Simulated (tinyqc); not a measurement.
Mass anisotropy: shallow donor in an anisotropic valley (effective-mass theory).

One valley: H = -c [(d2/dx2 + d2/dy2)/mt + (d2/dz2)/ml] - q/(eps r), c = hbar^2/2m0, q = e^2/(4 pi eps0). Trial function exp(-sqrt((x^2 + y^2)/a^2 + z^2/b^2)) with a > b: T = (c/3)(2/(mt a^2) + 1/(ml b^2)), V = -(q/eps) atan(u/b)/u, u = sqrt(a^2 - b^2). The central cell of the impurity is left out.

Constants: hbar^2/2m0 = 3.80998211 eV angstrom^2; e^2/(4 pi eps0) = 14.39964547 eV angstrom; Ry = 13.60569312 eV; a0 (Bohr radius) = 0.5291772105 angstrom.

Inputs chosen for the exercise (out of a larger set: near those of GaP; not measured data): mt = 0.249 m0 (transverse mass); eps = 11.2 (dielectric constant); xs = (1.6, 1.9, 3.7, 4.2, 8.1, 23, 34, 130) (ratios ml/mt).

mt and eps fixed, ml varied. Energies in units of Ry*(mt) = Ry mt/eps^2 and lengths in a*(mt) = a0 eps/mt; the last two columns use one mass, 3/(1/ml + 2/mt) or (ml mt^2)^(1/3).

Results:
```
ml/mt   a/a*    b/a  binding  conductivity mass  density-of-states mass
1.60   0.908  0.846    1.162              1.143                   1.170
1.90   0.878  0.796    1.223              1.188                   1.239
3.70   0.781  0.630    1.467              1.321                   1.547
8.10   0.693  0.479    1.760              1.413                   2.008
23.0   0.610  0.335    2.139              1.468                   2.844
34.0   0.586  0.293    2.272              1.478                   3.240
130    0.526  0.185    2.677              1.494                   5.066
```

Give the missing row, ml/mt = 4.20.

Computed row:
```
ml/mt   a/a*    b/a  binding  conductivity mass  density-of-states mass
4.20   0.765  0.602    1.515              1.340                   1.613
```

The binding grows from 1.16 to 2.68 Ry*(mt); for ml going to infinity the exact problem becomes two-dimensional, with 4 Ry*. The conductivity mass saturates at 1.5 and underbinds, by 11 % at ml/mt = 4.2; the density-of-states mass errs by +7 % there and by +89 % in the last row. With these mt and eps one unit is 27.01 meV.

Run: tinyqc, `OMP_NUM_THREADS=1 python tinyqc.py 1250113 1250114 out.jsonl`; Intel(R) Xeon(R) Processor @ 2.30GHz, one thread, shared host; about 0.01 s of CPU time with all checks.
